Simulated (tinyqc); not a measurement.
Worked calculation: coupled-perturbed Hartree-Fock on RHF in the sto-3g basis, for H2, spin multiplicity 1. One step of it, computed by the program tinyqc.

Problem. Response to a field: uncoupled start. Field along z; U_ai = -mu_ai / (e_a - e_i), alpha = -4 sum U_ai mu_ai.

orbital energies (hartree): MO1 -0.528671, MO2 0.552978

dipole integrals <a|z|i> (bohr):
```
           i1
a2  -1.005011
```

Give: uncoupled U; uncoupled polarisability.

Solution.

uncoupled U:
```
       i1
a2  0.929
```

uncoupled polarisability = 3.735 bohr^3
